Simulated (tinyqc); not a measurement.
Shallow donor in effective-mass theory, with valley-orbit splitting, step by step. Values are carried at full precision from step to step, so a last printed digit may differ when a step is redone from the rounded ones.

Constants: Ry = 13.60569312 eV; a0 (Bohr radius) = 0.5291772105 angstrom; hbar^2/2m0 = 3.80998211 eV angstrom^2; e^2/(4 pi eps0) = 14.39964547 eV angstrom.

Inputs chosen for the exercise (near those of a group-V donor in Si; not measured data):
- ml = 0.918 m0 (longitudinal mass)
- mt = 0.184 m0 (transverse mass)
- eps = 11.1 (dielectric constant)
- a = 27.1 angstrom (trial radius across the axis)
- b = 15.4 angstrom (trial radius along the axis)
- E0 = -32.1 meV (single-valley level)
- D0 = 4.08 meV (central-cell shift)
- D1 = 2.11 meV (coupling of perpendicular valleys)
- D2 = 1.47 meV (coupling of opposite valleys)
- Ds = 8.2 meV (strain splitting: z valleys less the others)

## Hydrogen-like estimates

Ry* = Ry m/eps^2 and a* = a0 eps/m for four choices of one mass: mt, the conductivity mass 3/(1/ml + 2/mt), the density-of-states mass (ml mt^2)^(1/3), and ml.

Estimates:

| mass | m (m0) | Ry* (meV) | a* (angstrom) |
|---|---|---|---|
| mt | 0.1840 | 20.32 | 31.92 |
| conductivity | 0.2509 | 27.70 | 23.41 |
| density of states | 0.3144 | 34.72 | 18.68 |
| ml | 0.9180 | 101.37 | 6.40 |

## Energy of one trial function

One valley: H = -c [(d2/dx2 + d2/dy2)/mt + (d2/dz2)/ml] - q/(eps r), c = hbar^2/2m0, q = e^2/(4 pi eps0). Trial function exp(-sqrt((x^2 + y^2)/a^2 + z^2/b^2)) with a > b: T = (c/3)(2/(mt a^2) + 1/(ml b^2)), V = -(q/eps) atan(u/b)/u, u = sqrt(a^2 - b^2). The central cell of the impurity is left out.

Evaluate T, V and E. Scaling both radii by f changes T to T/f^2 and V to V/f, so the best factor is f = -2T/V, with energy -V^2/(4T).

T = 24.630 meV
V = -56.221 meV
E = -31.591 meV
best scale factor = 0.8762
energy after scaling = -32.083 meV

The virial ratio -V/T is 2.283; it is 2 at the best scale. Scaling gains 0.492 meV.

## Scan over the shape

For each ratio b/a = 0.2, 0.3, ..., 0.9 the best scale follows from a = -2 T1/V1, with T1 and V1 taken at a = 1 angstrom.

Scan:

| b/a | a (angstrom) | b (angstrom) | E (meV) |
|---|---|---|---|
| 0.2 | 53.38 | 10.68 | -16.985 |
| 0.3 | 33.89 | 10.17 | -25.402 |
| 0.4 | 27.36 | 10.95 | -29.982 |
| 0.5 | 24.66 | 12.33 | -31.811 |
| 0.6 | 23.47 | 14.08 | -32.032 |
| 0.7 | 23.02 | 16.11 | -31.388 |
| 0.8 | 22.95 | 18.36 | -30.311 |
| 0.9 | 23.11 | 20.80 | -29.039 |

The best listed ratio is 0.6; (mt/ml)^(1/2) = 0.45 and (mt/ml)^(1/3) = 0.59 are common guesses.

## The minimum

Minimise over a and b. The Mott estimate n_c = (0.25/a_m)^3 uses a_m = (a^2 b)^(1/3); 1/angstrom^3 = 1e24/cm^3.

a = 23.75 angstrom
b = 13.48 angstrom
E = -32.083 meV
a_m = 19.66 angstrom
n_c = 2.05 x 1e18/cm^3

b/a = 0.567. The binding energy is 1.579 times Ry*(mt). The central cell of a real donor shrinks the orbit and raises n_c (3.7 x 1e18/cm^3 for P in Si).

## The valley-orbit matrix

Basis: the 1s envelopes of the valleys +x, -x, +y, -y, +z, -z. Diagonal E0 - D0, element -D2 between opposite valleys and -D1 between perpendicular ones. Strain along [001] adds 2 Ds/3 to the z valleys and -Ds/3 to the others.

Fill it in with the strain.

H (meV):
```
         +x       -x       +y       -y       +z       -z
+x  -38.913   -1.470   -2.110   -2.110   -2.110   -2.110
-x   -1.470  -38.913   -2.110   -2.110   -2.110   -2.110
+y   -2.110   -2.110  -38.913   -1.470   -2.110   -2.110
-y   -2.110   -2.110   -1.470  -38.913   -2.110   -2.110
+z   -2.110   -2.110   -2.110   -2.110  -30.713   -1.470
-z   -2.110   -2.110   -2.110   -2.110   -1.470  -30.713
```

## Levels and ground state

Diagonalise. For the lowest state give the amplitudes (positive) and (sum of amplitudes)^2/6, the contact density relative to no strain.

levels (meV): -47.006  -37.443  -37.443  -36.163  -29.780  -29.243

amplitudes: +x 0.4638, -x 0.4638, +y 0.4638, -y 0.4638, +z 0.2641, -z 0.2641

relative contact density = 0.9468

The z valleys hold 13.9 % of the ground state, against 33.3 % without strain.

## Checks

- Energy from 21 anisotropic Gaussians against the two-parameter function, meV: -32.13 against -32.08.
- Unstrained levels against E0 - D0 - 4 D1 - D2 (A1), E0 - D0 + D2 (T2, threefold) and E0 - D0 + 2 D1 - D2 (E, twofold): they agree to 1e-10 or better.

(tinyqc, `OMP_NUM_THREADS=1 python tinyqc.py 1251552 1251553 out.jsonl`, Intel(R) Xeon(R) Processor @ 2.30GHz, 1 thread, shared host, about 0.01 s.)
